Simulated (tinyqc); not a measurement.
Worked calculation: sp3 tight binding, zinc-blende lattice. One step of it, computed by the program tinyqc.

Task: Bloch Hamiltonian at k. Slater-Koster rules over the four bonds with direction cosines (l, m, n): ss V_ss; s-px l V_sp; px-s -l V_sp; px-px l^2 V_pps + (1 - l^2) V_ppp; px-py l m (V_pps - V_ppp); each times exp(i k.d).

Parameters chosen for this model: zinc-blende lattice, anion at 0, cation at a/4 (1,1,1); V = eta hbar^2 / (m d^2), hbar^2/m = 7.619964 eV angstrom^2:
```
parameter          value      unit
a               5.740000  angstrom
d               2.485493  angstrom
Es anion      -14.030000        eV
Ep anion       -7.720000        eV
Es cation     -14.030000        eV
Ep cation      -7.720000        eV
eta ss         -1.460000
eta sp          1.660000
eta pp sigma    2.180000
eta pp pi      -0.860000
V ss           -1.800863        eV
V sp            2.047557        eV
V pp sigma      2.688960        eV
V pp pi        -1.060782        eV
```

k point k (2 pi / a): -0.500000  -0.280000  -0.010000

Give: H(k) at k.

Result:

H(k) at k (eV):
```
                  a s             a px             a py             a pz
a s          -14.0300           0.0000           0.0000           0.0000
a px           0.0000          -7.7200           0.0000           0.0000
a py           0.0000           0.0000          -7.7200           0.0000
a pz           0.0000           0.0000           0.0000          -7.7200
c s   -4.6083+0.0341i   0.0224-3.0250i   0.0475-1.4235i   1.4235-0.0475i
c px  -0.0224+3.0250i   0.4840-0.0036i  -1.5051+0.0502i  -0.0502+1.5051i
c py  -0.0475+1.4235i  -1.5051+0.0502i   0.4840-0.0036i  -0.0236+3.1984i
c pz  -1.4235+0.0475i  -0.0502+1.5051i  -0.0236+3.1984i   0.4840-0.0036i

                  c s             c px             c py             c pz
a s   -4.6083-0.0341i  -0.0224-3.0250i  -0.0475-1.4235i  -1.4235-0.0475i
a px   0.0224+3.0250i   0.4840+0.0036i  -1.5051-0.0502i  -0.0502-1.5051i
a py   0.0475+1.4235i  -1.5051-0.0502i   0.4840+0.0036i  -0.0236-3.1984i
a pz   1.4235+0.0475i  -0.0502-1.5051i  -0.0236-3.1984i   0.4840+0.0036i
c s          -14.0300           0.0000           0.0000           0.0000
c px           0.0000          -7.7200           0.0000           0.0000
c py           0.0000           0.0000          -7.7200           0.0000
c pz           0.0000           0.0000           0.0000          -7.7200
```
